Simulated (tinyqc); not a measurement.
Worked calculation: inverse iteration on a symmetric matrix. Computed by tinyqc, a small Python program that keeps every step. Settings: method = inverse, shift = 0.22. Command: `OMP_NUM_THREADS=1 python tinyqc.py 20052 20053 out.jsonl` (the two numbers bound the seeds that draw the settings). One thread of a shared host (Intel(R) Xeon(R) Processor @ 2.60GHz), about 0.01 s of CPU time with the checks.

A:
```
           1          2          3          4          5
1   0.394000   0.454000   0.574000  -0.600000  -0.316000
2   0.454000   1.129000   0.668000  -1.354000   0.093000
3   0.574000   0.668000   1.974000  -0.096000   0.742000
4  -0.600000  -1.354000  -0.096000   2.073000   0.516000
5  -0.316000   0.093000   0.742000   0.516000   2.802000
```

Stop when the residual |A v - lambda v| is below 1e-9.

Steps:
```
step       lambda  residual
1      0.02496122  3.61e-01
2     -0.00398006  6.45e-02
3      0.03170213  6.11e-02
4      0.06548937  4.80e-02
5      0.08150112  2.89e-02
6      0.08671945  1.56e-02
7      0.08820114  8.20e-03
8      0.08860491  4.26e-03
9      0.08871370  2.21e-03
10     0.08874292  1.14e-03
11     0.08875076  5.93e-04
12     0.08875286  3.07e-04
13     0.08875343  1.59e-04
14     0.08875358  8.24e-05
15     0.08875362  4.27e-05
16     0.08875363  2.21e-05
17     0.08875363  1.14e-05
18     0.08875363  5.93e-06
19     0.08875363  3.07e-06
20     0.08875363  1.59e-06
21     0.08875363  8.24e-07
22     0.08875363  4.27e-07
23     0.08875363  2.21e-07
24     0.08875363  1.14e-07
25     0.08875363  5.93e-08
26     0.08875363  3.07e-08
27     0.08875363  1.59e-08
28     0.08875363  8.24e-09
29     0.08875363  4.27e-09
30     0.08875363  2.21e-09
```

Can the last value be used, and what does the course show?

Not by the stop rule, although the second column moves by less than 1e-07 over the last three steps. Not converged in 30 steps: the residual falls only by the ratio of the two smallest distances of eigenvalues from the shift, 0.52 a step. all eigenvalues, for comparison: -0.033386  0.088754  1.453236  3.330597  3.532799.
